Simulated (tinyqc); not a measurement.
Straight dislocations in isotropic elasticity: fields, energies, partials, Peierls stress and walls: one step, computed by the program tinyqc.

The line runs along z, the glide plane is y = 0, and beta is the angle between b and the line (0 screw, 90 degrees edge): b_e = b sin(beta) along +x with the extra half plane at y > 0, b_s = b cos(beta). Stress is positive in tension.

Task: Line energy and line tension. Energy factor K = G [cos^2(beta) + sin^2(beta)/(1 - nu)]. E = K b^2/(4 pi) ln(R/r0) with R = 1/(2 sqrt(rho)); tension T = E + d^2E/d(beta)^2 = G b^2 [1 + nu - 3 nu sin^2(beta)]/(4 pi (1 - nu)) ln(R/r0). The core energy is taken into r0.

Inputs (values chosen for the exercise, modelled on GaAs):

| quantity | value | unit |
|---|---|---|
| shear modulus G | 48.8 | GPa |
| Poisson ratio nu | 0.234 | - |
| Burgers vector b | 4 | angstrom |
| dislocation density rho | 4.4e+09 | 1/m^2 |
| core radius r0/b | 0.5 | - |

Character: edge.

Constants: 1 eV/angstrom^3 = 160.2176634 GPa.

Give: energy factor K; ln(R/r0); line energy E; line tension T; stored energy rho E.

Result:

energy factor K = 63.71 GPa

ln(R/r0) = 10.54

line energy E = 53.35 eV/nm

line tension T = 28.38 eV/nm

stored energy rho E = 0.03761 kJ/m^3

T/E = 0.53: bowing turns parts of the line towards the cheaper screw character, so it is soft.
